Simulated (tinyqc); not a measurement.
From one set of inputs to another, one input at a time: admittance spectroscopy and thermally stimulated current of one trap level in a depletion layer. Computed by tinyqc, a small Python program. Command: `OMP_NUM_THREADS=1 python tinyqc.py 3111301 3111302 out.jsonl admit ladder`. One thread of a shared host (Intel(R) Xeon(R) Processor @ 2.30GHz), about 0.01 s of CPU time with the checks.

A Schottky junction on n-type material holds one donor-like electron trap; shallow donors are fully ionised and abrupt depletion edges are assumed.

The inputs printed are set A. Set A is modelled on n-type beta-Ga2O3; the values taken over come from a set modelled on n-type GaAs. Inputs not listed in the table keep their values of set A, so the rows need not describe a real material.

Inputs (values chosen for the exercise, modelled on n-type beta-Ga2O3):
```
quantity                         value    unit
dielectric constant eps           10.2       -
density-of-states mass m         0.289     m_0
shallow doping N               7.9e+16  1/cm^3
trap density N_t               1.2e+16  1/cm^3
trap depth E_t below the band     0.36      eV
capture cross section sigma      3e-17    cm^2
band bending V_b                   1.9       V
test frequency f                   200      Hz
```

Constants: k_B = 1.380649e-23 J/K; m_0 = 9.1093837015e-31 kg; h = 6.62607015e-34 J s; k_B = 8.617333262e-05 eV/K; eps_0 = 8.8541878128e-12 F/m; e = 1.602176634e-19 C.

Method:
- N_c = 2 (2 pi m k_B T/h^2)^(3/2), v_th = sqrt(3 k_B T/m), emission rate e_n = sigma v_th N_c exp(-E_t/(k_B T)).
- Where the level crosses the Fermi level capture equals emission, so the trap follows the signal with the rate 2 e_n; G/omega peaks at omega = 2 e_n (the correction for large N_t/N is left out).
- Solve 2 e_n(T_p) = 2 pi f.
- With E_c - E_F = k_B T_p ln(N_c/N): lambda = sqrt(2 eps eps_0 (E_t - (E_c - E_F))/(e^2 N)); traps are empty and charged for x < x_t = w - lambda, and V_b = e (N w^2 + N_t x_t^2)/(2 eps eps_0). High frequency: C_hf = eps eps_0/w. Low frequency: C_lf = eps eps_0 (N + N_t)/(N w + N_t x_t).

Each row keeps all changes above it:
```
input moved                            from       to  peak temperature T_p (K)  C_hf (nF/cm^2)  lambda (nm)
set A                                     -        -                    277.46          56.389        62.02
trap density N_t (1/cm^3)           1.2e+16  6.3e+14                    277.46          54.932        62.02
capture cross section sigma (cm^2)    3e-17  1.9e-16                    250.22          54.929        63.41
test frequency f (Hz)                   200     2000                    285.08          54.932        61.62
trap depth E_t below the band (eV)     0.36    0.266                    218.57          54.946        53.63
density-of-states mass m (m_0)        0.289   0.0652                    240.66          54.938        58.32
band bending V_b (V)                    1.9        1                    240.66          75.680        58.32
shallow doping N (1/cm^3)           7.9e+16  2.7e+15                    240.66          14.504       265.09
```

Peak temperature T_p goes from 277 to 241, a factor 0.867 in all. The largest single move comes from trap depth E_t below the band (a factor 0.767), and test frequency f works against it (a factor 1.14). C_hf goes from 56.4 to 14.5, a factor 0.257 in all. The largest single move comes from shallow doping N (a factor 0.192), and band bending V_b works against it (a factor 1.38). Lambda goes from 62.0 to 265, a factor 4.27 in all. The largest single move comes from shallow doping N (a factor 4.55). The single moves hold for this order of the switches; the total does not depend on the order.

Extremes, crossings and ranges named in words are read from the listed rows.
